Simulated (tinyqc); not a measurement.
# MOSFET in saturation, small-signal circuit and noise: effects of single changes

Bias by the inversion coefficient IC = I/Ispec (charge-based model with velocity saturation; weak inversion below 0.1, strong above 10). Common-source circuit: gm, gds, Cgs, Cgd and Cj at the inner nodes, Rg in series with the gate; quasi-static, no source or drain resistance, no gate-body capacitance, no substrate network, no induced gate noise, so fmax is an upper estimate.

Parameters, values chosen for the exercise: temperature T = 325 K; gate length L = 180 nm; total gate width W = 20 um; gate capacitance Cox = 1.15 uF/cm^2; mobility mu = 140 cm^2/(V s); slope factor n = 1.26; velocity-saturation length Ls = 10 nm; ratio gds/gm sg = 0.013; overlap and fringe capacitance per side Cov = 0.22 fF/um; drain junction capacitance Cj = 0.39 fF/um; sheet resistance of the gate Rsh = 10 ohm; finger width Wf = 2 um; gate contact and vertical resistance Rc = 50 ohm um; inversion coefficient IC = 0.073; short-channel excess of the noise factor gw = 0.12; oxide trap density Nt = 6.9e16 cm^-3 eV^-1; tunnelling length into the oxide lt = 0.1 nm; Coulomb scattering coefficient ac = 10000 V s/C.

Constants: q = 1.602176634e-19 C, kB = 1.380649e-23 J/K, Vt = kB T/q. Results are converted to the units shown.

Each table varies one quantity; the others keep the values above.

## Effect of the overlap and fringe capacitance per side on speed and noise

Ispec = 2 n mu Cox (W/L) Vt^2, lc = Ls/L, gms = [sqrt((lc IC + 1)^2 + 4 IC) - 1]/[2 + lc (lc IC + 1)], gm = gms Ispec/(n Vt), gds = sg gm. qs = [sqrt(1 + 4 IC) - 1]/2, Cgs = Cox W L qs (2 qs + 3)/(3 (qs + 1)^2) + Cov W, Cgd = Cov W, Cd = Cj W, Rg = Rsh (Wf/L)/(12 Nf) + Rc/W with Nf = W/Wf fingers (not rounded) contacted at both ends. fT = gm/(2 pi (Cgs + Cgd)), fmax = fT/(2 sqrt(Rg (gds + 2 pi fT Cgd))). Channel noise Sid = 4 kB T gam n gm with gam = (1/2 + (2/3) qs)/(1 + qs) + gw lc IC, qs = [sqrt(1 + 4 IC) - 1]/2, lc = Ls/L (the last term an empirical rise with velocity saturation); at the gate, white noise Sw = Sid/gm^2 + 4 kB T Rg. Number fluctuation with correlated mobility: S(f) = K/f, K = q^2 Vt lt Nt/(W L Cox^2) (1 + ac mu Cox I/gm)^2, Vt in eV with Nt per eV. Corner fc = K/Sw. IC is held fixed.

The same in every row: I (uA) = 2.581; Rg (ohm) = 3.426; sqrt(Sw) (nV/Hz^0.5) = 13.01; fc (MHz) = 0.06930.

Effect of the overlap and fringe capacitance per side on speed and noise:

| Cov (fF/um) | fT (GHz) | fmax (GHz) |
|---|---|---|
| 0.05 | 2.369 | 161.1 |
| 0.15 | 1.266 | 68.74 |
| 0.25 | 0.8639 | 44.08 |
| 0.35 | 0.6557 | 32.49 |
| 0.45 | 0.5283 | 25.73 |
| 0.55 | 0.4424 | 21.30 |
| 0.65 | 0.3805 | 18.18 |

What does the comparison show?

As Cov goes from 0.05 to 0.65 fF/um, fT falls from 2.37 to 0.380 GHz, fmax falls from 161 to 18.2 GHz, the white noise stays at 13.0 nV/Hz^0.5 and the corner stays at 0.0693 MHz. In every row fmax exceeds 4 fT, where channel resistance and substrate losses, left out here, would cap it.

## From weak to strong inversion

Same model as above.

The last column is the figure of merit (gm/I) fT.

Result of one run:

| IC | I (uA) | gm/I (1/V) | fT (GHz) | fmax (GHz) | (gm/I) fT (THz/V) |
|---|---|---|---|---|---|
| 0.1 | 3.536 | 25.90 | 1.197 | 55.23 | 0.03101 |

What becomes of these results when the inversion coefficient IC is changed from 0.1 to 1, all else the same?

Result of the changed run:

| IC | I (uA) | gm/I (1/V) | fT (GHz) | fmax (GHz) | (gm/I) fT (THz/V) |
|---|---|---|---|---|---|
| 1 | 35.36 | 17.36 | 4.324 | 103.4 | 0.07508 |

The whole series:

| IC | I (uA) | gm/I (1/V) | fT (GHz) | fmax (GHz) | (gm/I) fT (THz/V) |
|---|---|---|---|---|---|
| 0.01 | 0.3536 | 28.05 | 0.1715 | 20.99 | 0.004811 |
| 0.03 | 1.061 | 27.51 | 0.4663 | 34.58 | 0.01283 |
| 0.1 | 3.536 | 25.90 | 1.197 | 55.23 | 0.03101 |
| 0.3 | 10.61 | 22.72 | 2.348 | 76.89 | 0.05333 |
| 1 | 35.36 | 17.36 | 4.324 | 103.4 | 0.07508 |
| 3 | 106.1 | 12.15 | 7.376 | 134.1 | 0.08959 |
| 10 | 353.6 | 7.488 | 13.31 | 179.2 | 0.09965 |
| 30 | 1061 | 4.518 | 22.62 | 233.0 | 0.1022 |
| 100 | 3536 | 2.403 | 38.68 | 304.2 | 0.09294 |

The efficiency gm/I falls from 28.1 to 2.40 1/V while fT rises from 0.172 to 38.7 GHz; fT goes as IC^(0.91) at the start and IC^(0.45) at the end (1/2 for a long channel, 0 at full velocity saturation, which sets in near IC = 1/lc^2 = 324). Their product goes from 0.00481 through a maximum of 0.102 (at IC = 30 among the rows listed) to 0.0929 THz/V. In every row fmax exceeds 4 fT, where channel resistance and substrate losses, left out here, would cap it.

## Integrated noise against bandwidth

Same model as above.

Corner fc = K/Sw. Mean square from f1 = 10 Hz to B: Sw (B - f1) + K ln(B/f1).

Integrated noise against bandwidth:

| B (Hz) | spot noise at B (nV/Hz^0.5) | white part (uV rms) | 1/f part (uV rms) | total (uV rms) |
|---|---|---|---|---|
| 1000 | 109.1 | 0.4093 | 7.348 | 7.359 |
| 10000 | 36.63 | 1.300 | 8.999 | 9.093 |
| 1e5 | 16.92 | 4.113 | 10.39 | 11.18 |
| 1e6 | 13.45 | 13.01 | 11.62 | 17.44 |
| 1e7 | 13.05 | 41.13 | 12.73 | 43.06 |
| 1e8 | 13.01 | 130.1 | 13.75 | 130.8 |
| 1e9 | 13.01 | 411.3 | 14.70 | 411.6 |

Read the table: what changes, and by how much?

The 1/f part adds the same power, K ln 10, in each decade and grows only from 7.35 to 14.7 uV; the white part grows as sqrt(B). It overtakes the 1/f part by B = 1e6 Hz among the rows, above the corner fc = 69300 Hz of the spot noise.

Computed by the program tinyqc: `OMP_NUM_THREADS=1 python tinyqc.py 2150068 2150069 out.jsonl`, one thread of a shared Intel Xeon 2.30GHz, about 0.01 s for the whole run.
